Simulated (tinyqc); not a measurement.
Thermodynamics of metal silicides: hull, first phase, silicon consumed, nucleation and stability against SiO2: one step, computed by the program tinyqc.

Entropies of formation of the solids are neglected, so heats stand for free energies. Si fractions: M5Si3 0.3750, MSi 0.5000, MSi2 0.6667.

Problem. Nucleation of MSi2 from MSi and Si. Where free silicon remains, MSi + Si -> MSi2 gains dH = 3 H(MSi2) - 2 H(MSi) per mole of M; per volume dG = |dH|/V(MSi2); r* = 2 gamma/dG, W* = 16 pi gamma^3/(3 dG^2). For comparison the same with MSi forming from the elements, 2 |H(MSi)|/V(MSi).

Inputs (values chosen for the exercise, of the order of those of titanium silicides for heats and volumes only):
```
quantity                          value          unit
heat of formation of MSi          -63.7  kJ/mol atoms
heat of formation of MSi2         -44.7  kJ/mol atoms
change of interface energy gamma   0.18         J/m^2
temperature T                       925             K
```

Phases: M5Si3, MSi, MSi2.

volumes of the three phases per mole of M (cm^3/mol): 15  18.1  25.5

Constants: e = 1.602176634e-19 C; k_B = 8.617333262e-05 eV/K.

Give: dH of the reaction; driving force; critical radius; barrier W*; W*/(k_B T); barrier for MSi from the elements.

Solution.

dH of the reaction = -6.7 kJ/mol M

driving force = 0.2627 kJ/cm^3

critical radius = 1.370 nm

barrier W* = 8.835 eV

W*/(k_B T) = 110.8

barrier for MSi from the elements = 0.01231 eV

The barrier is 720 times that of MSi from the elements, since little energy is left to gain: homogeneous nucleation is out of reach, and only sites that cut the interface energy (grain boundaries, triple junctions) can start it.
